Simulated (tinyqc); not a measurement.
Optical transitions of a finite quantum well, step by step. Values are carried at full precision from step to step, so a last printed digit may differ when a step is redone from the rounded ones.

Each carrier sees a square well of width L with its own depth V and masses m (inside), mb (outside); c = hbar^2/2m0, k = sqrt(m E/c), kappa = sqrt(mb (V - E)/c), and level n solves k L + 2 atan[(k/m)/(kappa/mb)] = n pi. The envelope is cos(kz) for odd n and sin(kz) for even n inside, joins exp(-kappa (|z| - L/2)) outside, and is normalised to 1. Excitons and band mixing are left out.

Constants: hbar^2/2m0 = 3.80998211 eV angstrom^2; hc = 1239.841984 eV nm; fine-structure constant alpha = 0.007297352564.

Inputs chosen for the exercise (near those of an InGaAs well in InAlAs; not measured data): L = 112 angstrom (well width); Eg = 0.794 eV (gap of the well); Vc = 0.549 eV (conduction offset); Vv = 0.219 eV (valence offset); me = 0.0421 m0 (electron, well); meb = 0.076 m0 (electron, barrier); mh = 0.361 m0 (heavy hole along z, well); mhb = 0.407 m0 (heavy hole, barrier); ml = 0.0502 m0 (light hole along z, well); mlb = 0.0907 m0 (light hole, barrier); Ns = 1.3 x 1e12/cm^2 (electrons in e1); n_r = 3.39 (refractive index); G = 12 meV (half width of the line).

## Confinement energies

Up to three levels for each carrier.

Levels:
```
level  E (eV)  k (1/angstrom)  kappa (1/angstrom)
e1     0.0418         0.02148             0.10059
e2     0.1680         0.04309             0.08717
e3     0.3759         0.06445             0.05876
hh1    0.0065         0.02478             0.15067
hh2    0.0258         0.04948             0.14364
hh3    0.0578         0.07403             0.13121
lh1    0.0287         0.01946             0.06730
lh2    0.1155         0.03901             0.04964
```

## Interband transitions

From e1 and e2 to each hole level: E = Eg + E_e + E_h, wavelength hc/E, squared overlap of the envelopes, and the strength |<S|p|v>|^2 in units of P^2 at the subband edge: overlap^2 times 1/2 (hh) or 1/6 (lh) for light polarised in the plane (TE), times 0 (hh) or 2/3 (lh) along z (TM).

Transitions:
```
pair    E (eV)  wavelength (nm)  overlap^2      TE      TM
e1-hh1  0.8422           1472.1     0.9856  0.4928  0.0000
e1-hh2  0.8616           1439.0     0.0000  0.0000  0.0000
e1-lh1  0.8645           1434.2     0.9922  0.1654  0.6614
e1-hh3  0.8936           1387.5     0.0085  0.0043  0.0000
e1-lh2  0.9512           1303.4     0.0000  0.0000  0.0000
e2-hh1  0.9685           1280.2     0.0000  0.0000  0.0000
e2-hh2  0.9879           1255.1     0.9562  0.4781  0.0000
e2-lh1  0.9908           1251.4     0.0000  0.0000  0.0000
e2-hh3  1.0199           1215.7     0.0000  0.0000  0.0000
e2-lh2  1.0775           1150.6     0.9646  0.1608  0.6431
```

The edge is e1-hh1 at 1472 nm. Pairs of opposite parity vanish exactly; e1-hh3 is allowed by parity and reaches 0.0085, only because the two envelopes leak differently into the barriers.

## Intersubband transitions from e1

z_1j = <1|z|j>; 1/m1 = <1|1/m|1>; f_1j = (m1/c)(E_j - E_1) z_1j^2, which sums to 1 over all bound and continuum states.

Transitions:
```
pair  E (meV)  wavelength (micrometre)  |z| (angstrom)       f
1-2     126.3                     9.82           26.22  0.9667
1-3     334.2                     3.71            0.00  0.0000
```

m1 = 0.0424 m0
sum of f over bound states = 0.9667

The continuum carries the remaining 0.0333. With hard walls z_12 = 16 L/(9 pi^2) = 20.17 angstrom and f_12 = 256/(27 pi^2) = 0.9607.

## Absorption of one well

For light polarised along z (a real waveguide or Brewster geometry adds an angle factor), with all electrons in e1 and none in e2, the peak fractional absorption is 4 pi alpha Ns c f_12/(n_r m1 G) and the area under the Lorentzian line is pi G times that, c = hbar^2/2m0; 1e12/cm^2 = 1e-4/angstrom^2. EF - E1 = 2 pi c Ns/m1 at zero temperature.

peak absorption = 2.544 %
area = 95.89 % meV
EF - E1 = 73.3 meV

EF lies below e2, as assumed.

## Checks

- Sum of f over all levels of a difference grid (60 cells across the well) against 1: 0.999 against 1.000.
- The strength f_12 on that grid against the matched envelopes: 0.966 against 0.967.

Program tinyqc; command `OMP_NUM_THREADS=1 python tinyqc.py 1280270 1280271 out.jsonl`; about 0.08 s on one thread of a shared Intel(R) Xeon(R) Processor @ 2.30GHz.
